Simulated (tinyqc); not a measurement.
Three-band tight binding of a dichalcogenide monolayer: sweeps and comparisons. A value that a table varies takes the place of the one given here.

Basis dz2, dxy, dx2-y2 on a triangular lattice, nearest neighbours; alpha = kx a/2, beta = sqrt3 ky a/2. h0 = e1 + 2 t0 (cos 2alpha + 2 cos alpha cos beta); h1 = -2 sqrt3 t2 sin alpha sin beta + 2i t1 (sin 2alpha + sin alpha cos beta); h2 = 2 t2 (cos 2alpha - cos alpha cos beta) + 2i sqrt3 t1 cos alpha sin beta; h11 = e2 + 2 t11 cos 2alpha + (t11 + 3 t22) cos alpha cos beta; h22 = e2 + 2 t22 cos 2alpha + (3 t11 + t22) cos alpha cos beta; h12 = sqrt3 (t22 - t11) sin alpha sin beta + 4i t12 sin alpha (cos alpha - cos beta) + i lam sz. H = [[h0, h1, h2], [., h11, h12], [., ., h22]], Hermitian; the lowest band of each spin is filled. K = (4 pi/3a, 0), M = (pi/a, pi/(sqrt3 a)).

Constants: hbar^2/2m0 = 3.80998211 eV angstrom^2.

Inputs chosen for the exercise (near a published set for monolayer MoTe2; shifted at random, so the results belong to these values and not to a real crystal):
- a = 3.559 angstrom (lattice constant)
- e1 = 0.6 eV (level of dz2)
- e2 = 1.966 eV (level of dxy and dx2-y2)
- t0 = -0.17 eV (hopping)
- t1 = 0.224 eV (hopping)
- t2 = 0.396 eV (hopping)
- t11 = 0.207 eV (hopping)
- t12 = 0.241 eV (hopping)
- t22 = 0.246 eV (hopping)
- lam = 0.107 eV (spin-orbit constant)

## Three bands against the two-band Dirac model at K

Masses from central differences along kx with step 0.002 1/angstrom, c = hbar^2/2m0; Berry curvature of the valence band from a counter-clockwise plaquette of side 0.001 1/angstrom, Omega = -arg(product of overlaps)/area. Two-band model: coupling A = (3 a/(2 sqrt2))(t1 + sqrt3 t2) between valence and conduction states, mass c G/A^2 for both, Omega_v = 2 A^2/G^2. sz = 0 drops the spin-orbit term.

At K:

| sz | G (eV) | m_c (m0) | m_v (m0) | two-band mass | Omega_v (angstrom^2) | two-band Omega |
|---|---|---|---|---|---|---|
| 1 | 0.9688 | 0.461 | 0.627 | 0.313 | 25.128 | 25.141 |
| 0 | 1.0758 | 0.527 | 0.784 | 0.347 | 20.378 | 20.388 |
| -1 | 1.1828 | 0.597 | 0.985 | 0.382 | 16.857 | 16.866 |

A = 3.4347 eV angstrom

Without spin-orbit coupling the electron mass is 0.527 and the hole mass 0.784, against 0.347 for both in the two-band model: the third band and the curvature of the diagonal terms break the symmetry. The Berry curvature is -0.1 % from the two-band value. The smaller gap (sz = +1) has the larger curvature, by a factor 1.49.

## All hoppings scaled

The six hoppings are multiplied by f; e1, e2 and lam stay (real strain also moves e1 and e2, so this is no model of it). Closed forms: Ev(K) = e2 - (3/2)(t11 + t22) - 3 sqrt3 t12 + lam, Ec(K) = e1 - 3 t0, Ev(Gamma) = e1 + 6 t0.

Gaps (eV):

| f | direct gap at K | Ev(K) - Ev(Gamma) | Ec(K) - top of valence band |
|---|---|---|---|
| 0.85 | 0.6025 | 0.6980 | 0.6025 |
| 0.90 | 0.7246 | 0.6524 | 0.7246 |
| 0.94 | 0.8223 | 0.6159 | 0.8223 |
| 0.97 | 0.8955 | 0.5886 | 0.8955 |
| 1.00 | 0.9688 | 0.5612 | 0.9688 |
| 1.03 | 1.0420 | 0.5339 | 1.0420 |
| 1.06 | 1.1153 | 0.5065 | 1.1153 |
| 1.10 | 1.2130 | 0.4700 | 1.2130 |

The direct gap changes by +24.4 meV for each per cent of f. The top of the valence band stays at K over the range.

## What each parameter does

Spin up: gap at K, Ev(K) - Ev(Gamma), and masses at K by central differences along kx with step 0.002 1/angstrom, c = hbar^2/2m0. Each row changes one parameter from the base and keeps the others.

Results:

| case | gap at K (eV) | K - Gamma (eV) | m_c (m0) | m_v (m0) |
|---|---|---|---|---|
| base | 0.9688 | 0.5612 | 0.461 | 0.627 |
| t2 = 0.366 eV | 0.9688 | 0.5612 | 0.515 | 0.807 |
| t12 = 0.211 eV | 0.8129 | 0.7171 | 0.370 | 0.428 |
| t1 = 0.194 eV | 0.9688 | 0.5612 | 0.532 | 0.721 |
| e1 = 0.57 eV | 0.9388 | 0.5912 | 0.438 | 0.589 |
| t11 = 0.237 eV | 1.0138 | 0.5162 | 0.499 | 0.708 |
| lam = 0.137 eV | 0.9388 | 0.5912 | 0.443 | 0.589 |

The largest shifts from the base row, up to three for each result and ties (the steps differ in size, so this ranks the rows, not the parameters). gap at K (eV): t12 -0.1559, t11 +0.0450, lam -0.0300, e1 -0.0300; unchanged at the printed digits by t2 and t1. K - Gamma (eV): t12 +0.1559, t11 -0.0450, e1 +0.0300, lam +0.0300; unchanged at the printed digits by t2 and t1. m_c (m0): t12 -0.091, t1 +0.071, t2 +0.054. m_v (m0): t12 -0.199, t2 +0.179, t1 +0.094. t2 and t1 couple dz2 to the other orbitals and vanish at K and Gamma, so only the masses feel them.

Program tinyqc; command `OMP_NUM_THREADS=1 python tinyqc.py 1482223 1482224 out.jsonl`; about 0.02 s on one thread of a shared Intel(R) Xeon(R) Processor @ 2.30GHz.
